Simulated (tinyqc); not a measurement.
Sheet resistance of a shallow doped layer with concentration-dependent mobility and limited activation: one step, computed by the program tinyqc. Command: `OMP_NUM_THREADS=1 python tinyqc.py 3002541 3002542 out.jsonl irvin walk`. One thread of a shared host (Intel(R) Xeon(R) Processor @ 2.30GHz), about 0.02 s of CPU time with the checks.

A layer of one dopant lies in a background of the opposite type. Current flows parallel to the surface down to the junction; depletion is ignored.

Question. Active limit and depths. C(x) = C_s exp(-x^2/(2 l^2)). Temperatures in kelvin are T(C) + 273.15. Active limit C_a = prefactor x exp(-energy/(k_B T)); the junction lies where C = C_B, and the profile exceeds C_a down to x_a (zero if C_s is below C_a). Slope at the junction in nm per decade = ln(10) C/|dC/dx|.

Inputs (values chosen for the exercise, modelled on arsenic in silicon):

| quantity | value | unit |
|---|---|---|
| surface concentration C_s | 1.3e+21 | 1/cm^3 |
| length l | 86 | nm |
| background C_B | 1.6e+15 | 1/cm^3 |
| prefactor of the active limit | 2e+22 | 1/cm^3 |
| energy of the active limit | 0.471 | eV |
| anneal temperature T | 750 | C |

Profile: Gaussian.

Constants: k_B = 8.617333262e-05 eV/K.

Give: active limit C_a; junction depth x_j; depth x_a; abruptness at the junction.

Answer.

active limit C_a = 9.572e+19 1/cm^3

junction depth x_j = 448.7 nm

depth x_a = 196.4 nm

abruptness at the junction = 37.96 nm/decade
